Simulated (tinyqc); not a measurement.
# Worked calculation: AlGaN/GaN HEMT with access regions, lumped model

Computed by the program tinyqc: `OMP_NUM_THREADS=1 python tinyqc.py 2570044 2570045 out.jsonl`, one thread of a shared Intel Xeon 2.30GHz, about 0.02 s for the whole run. Printed values are rounded.

A polarisation-induced electron sheet under a Schottky gate, in series with two ungated access regions and contacts. Drift law v = mu E/(1 + mu E/vs) under the gate. Currents in mA/mm, resistances in ohm mm. No self-heating, no channel-length modulation; fits for polarisation, barrier and offset are chosen for the exercise.

Values chosen for this exercise; values close to those of AlGaN/GaN structures:
```
symbol  value        unit                                               meaning
x        0.29                                    aluminium share of the barrier
d          20          nm                                     barrier thickness
eps_r       9                      relative permittivity of barrier and channel
mu       1700  cm^2/(V s)                                      channel mobility
vs      1.6e7        cm/s                                   saturation velocity
Lg          1          um                                           gate length
Ls        1.5          um                                  source access length
Ld          4          um                                   drain access length
Rc       0.34      ohm mm                            resistance of each contact
ft       0.42              share of the drain-access electrons removed by traps
Vg         -1           V                                          gate voltage
Vd        0.5           V                                         drain voltage
Ec          3       MV/cm                                        critical field
te       0.18          um          depth over which the depleted charge spreads
tf        300          nm                       insulator under the field plate
ei        7.5                           relative permittivity of that insulator
```

Constants: q = 1.602176634e-19 C, eps0 = 8.8541878128e-14 F/cm where lengths are in cm. Results are converted to the units shown.

## Polarisation charge, threshold and sheet resistance

sigma = (5e13 x + 1.6e13 x^2) cm^-2, phiB = 0.84 + 1.3 x, dEc = 0.7 (1.71 x + x^2) in volts, Cb = eps0 eps_r/d, VT = phiB - dEc - q sigma/Cb, access density n0 = -Cb VT/q. Rsh = 1/(q mu n0); largest access current q n0 vs.

sigma = 1.584560e13 cm^-2
Cb = 0.3984385 uF/cm^2
VT = -5.560737 V
n0 = 1.382876e13 cm^-2
Rsh = 265.4957 ohm
q n0 vs = 3544.978 mA/mm

## Iteration 1: drain current

I at the start = 120 mA/mm

Access resistance R(L, n) = L/(q mu n sqrt(1 - (I/(q n vs))^2)); Rs = Rc + R(Ls, n0), Rd = Rc + R(Ld, (1 - ft) n0). Vg' = Vg - I Rs, Vd' = Vd - I (Rs + Rd); with u = Vg' - VT, Vc = vs Lg/mu and w the smaller of Vd' and Vc [sqrt(1 + 2 u/Vc) - 1] (0 if negative), the channel gives (mu Cb/Lg)(u w - w^2/2)/(1 + w/Vc). I(new) = I + 0.1 (channel current - I).

Rs = 0.7384719 ohm mm
Rd = 2.174131 ohm mm
Vg' = -1.088617 V
Vd' = 0.1504876 V
channel current = 386.4001 mA/mm
I after iteration 1 = 146.6400 mA/mm

## Iteration 2: drain current

As before.

Rs = 0.7385847 ohm mm
Rd = 2.175679 ohm mm
Vg' = -1.108306 V
Vd' = 0.07265228 V
channel current = 201.7461 mA/mm
I after iteration 2 = 152.1506 mA/mm

## Course of the iteration: drain current

Stop when I changes by less than 1e-6 mA/mm, or after 60 iterations. I must stay below q (1 - ft) n0 vs.

Course of the iteration:
```
iteration  I (mA/mm)  |change| (mA/mm)
1           146.6400              26.6
2           152.1506              5.51
3           152.9024             0.752
4           152.9936            0.0912
5           153.0045            0.0109
6           153.0058           1.30e-3
7           153.0060           1.54e-4
8           153.0060           1.83e-5
9           153.0060           2.18e-6
10          153.0060           2.60e-7
```

Converged in 10 iterations. At the end each change is about 0.12 times the one before: linear convergence. Of Vd, 10.8 % reaches the channel; the access current is 7.4 % of its limit.

## On-resistance and breakdown

sigma = (5e13 x + 1.6e13 x^2) cm^-2, phiB = 0.84 + 1.3 x, dEc = 0.7 (1.71 x + x^2) in volts, Cb = eps0 eps_r/d, VT = phiB - dEc - q sigma/Cb, access density n0 = -Cb VT/q. Ron = 2 Rc + Ls/(q mu n0) + Ld/(q mu (1 - ft) n0) + Lg/(mu Cb (Vg - VT)). Off state: a depleted stretch that holds the voltage V has the peak field sqrt(k V), k = 2 q n0/(eps0 eps_r te), so one edge holds V1 = Ec^2/k. The sheet under the plate pinches off at Vf = q n0 (1/Cb + tf/(eps0 ei)); beyond it the gate edge is screened. BV = V1 if Vf >= V1, else Vf + V1, and at most Ec Ld. Specific resistance Ron (Ls + Lg + Ld); figure of merit BV^2 over it.

Ron = 3.232957 ohm mm
Vf = 105.6540 V
V1 = 29.13283 V
BV = 29.13283 V
specific resistance = 0.2101422 mohm cm^2
figure of merit = 4.038797 MW/cm^2

The plate pinches off too late to screen the gate edge, so it adds nothing.
